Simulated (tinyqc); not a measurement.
Atomic layer deposition: Langmuir saturation, growth per cycle and coating of deep features: one step, computed by the program tinyqc.

Precursor A sticks only on free sites, so a long enough pulse saturates; co-reactant B then frees the sites again.

Task: Flux and saturation time. Wall flux F = p/sqrt(2 pi M k_B T); rate of filling k_a = beta F/q; desorption k_d = 1e13 exp(-E_d/(k_B T)) per second. 1/m^2 = 1e-18/nm^2. Temperatures in kelvin are T(C) + 273.15.

Inputs (values chosen for the exercise, modelled on silicon dioxide from an aminosilane and ozone):

| quantity | value | unit |
|---|---|---|
| precursor mass M | 174 | u |
| site density q | 2.4 | 1/nm^2 |
| sticking probability beta on free sites | 0.015 | - |
| precursor pressure p | 0.54 | Pa |
| temperature T | 150 | C |
| desorption energy E_d | 1.64 | eV |

Constants: u = 1.6605390666e-27 kg; k_B = 1.380649e-23 J/K; k_B = 8.617333262e-05 eV/K.

Give: flux F; k_a; k_d; time to 99 % without desorption, ln(100)/k_a.

Result:

flux F = 5243.4 1/(nm^2 s)

k_a = 32.771 1/s

k_d = 2.9333e-07 1/s

time to 99 % without desorption, ln(100)/k_a = 0.14052 s
